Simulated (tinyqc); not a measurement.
# n-type polysilicon, carrier trapping at grain boundaries: effect of the doping

One-dimensional grains of size Lg, uniform ionised doping N, monovalent traps Qt at each boundary at a depth Et below (for electrons) or above (for holes) the band edge there, abrupt depletion of width W on each side of a boundary, Boltzmann statistics. xi is the distance from the band edge at the grain centre to the Fermi level. Trapped charge Qt/(1 + exp((xi + VB - Et)/Vt)) = 2 N W, barrier VB = q N W^2/(2 eps0 eps_r).

If the trap equation with xi = Vt ln(NB/N) has a root W < Lg/2, the grain is partly depleted; otherwise W = Lg/2 and the trap equation gives xi = Et - VB + Vt ln(Qt/(N Lg) - 1). N* = Qt/Lg. n0 = NB exp(-xi/Vt); mean density n0 (1 - 2 W/Lg) by charge balance in a partly depleted grain, and n0 (sqrt(pi)/2) erf(u)/u with u = sqrt(VB/Vt) in a fully depleted one; v = sqrt(kB T/(2 pi ms m0)); barrier resistivity Vt exp(VB/Vt)/(q fe n0 v Lg); grain resistivity (1 - 2 W/Lg)/(q n0 mug); effective mobility 1/(q mean density total resistivity). Rows with xi above 0.45 V, towards mid-gap, are left out, since the other carrier type is ignored.

Values chosen for this exercise; values of the order met in polycrystalline silicon: temperature T = 300 K; relative permittivity eps_r = 11.7; conduction-band density of states at T NB = 2.8e19 cm^-3; grain size Lg = 29 nm; trap density of a grain boundary Qt = 3.6e12 cm^-2; depth of the trap level from the majority band edge at the boundary Et = 0.44 eV; mass for thermionic emission ms = 0.56 m0; correction factor of the emission rate fe = 0.12; mobility inside the grains mug = 110 cm^2/(V s).

Constants: q = 1.602176634e-19 C, kB = 1.380649e-23 J/K, m0 = 9.1093837015e-31 kg, Vt = kB T/q, eps0 = 8.8541878128e-14 F/cm where lengths are in cm. Results are converted to the units shown.

Results:
columns A: N (cm^-3); B: N/N*; C: depleted share 2 W/Lg; D: VB (V); E: xi (V); F: mean density (cm^-3); G: resistivity (ohm cm); H: effective mobility (cm^2/(V s))
```
A            B       C        D        E         F        G       H
3.2e17  0.2578   1.000  0.05203   0.4153  1.762e12  3.268e5   10.84
5.5e17  0.4431   1.000  0.08942   0.3565  1.357e13  1.427e5   3.222
9.5e17  0.7653   1.000   0.1545   0.2550  5.280e14  3.482e4  0.3395
1.6e18   1.289  0.7756   0.1565  0.07399  3.590e17    34.32  0.5066
4.9e18   3.947  0.2533  0.05113  0.04506  3.659e18   0.1989   8.577
8.4e18   6.767  0.1478  0.02983  0.03113  7.159e18  0.05443   16.02
```

Estimate the missing row, N = 2.8e18 cm^-3.

Computed row:
columns A: N (cm^-3); B: N/N*; C: depleted share 2 W/Lg; D: VB (V); E: xi (V); F: mean density (cm^-3); G: resistivity (ohm cm); H: effective mobility (cm^2/(V s))
```
A           B       C        D        E         F      G      H
2.8e18  2.256  0.4433  0.08948  0.05953  1.559e18  1.479  2.708
```

With this row back in the table: As N goes from 3.2e17 to 8.4e18, VB goes from 0.0520 through a maximum of 0.156 (at N = 1.6e18 among the rows listed) to 0.0298 V, the resistivity falls from 3.27e5 to 0.0544 ohm cm and the effective mobility goes from 10.8 through a minimum of 0.340 (at N = 9.5e17 among the rows listed) to 16.0 cm^2/(V s). The steepest fall of the resistivity among the rows, as N^(-13.3), lies between N = 9.5e17 and 1.6e18 cm^-3; N* = 1.24e18 cm^-3. While the grain is fully depleted VB grows as N; once the traps are full it falls as 1/N. For N = 2.8e18, 4.9e18, 8.4e18 xi is under 2.5 Vt, where Boltzmann statistics begin to fail. For N = 1.6e18 the grain is near the changeover between partial and full depletion, within a few Debye lengths, where both limits are rough.

Numbers from tinyqc (`OMP_NUM_THREADS=1 python tinyqc.py 2830020 2830021 out.jsonl`; about 0.01 s on one thread of a shared Intel Xeon 2.30GHz).
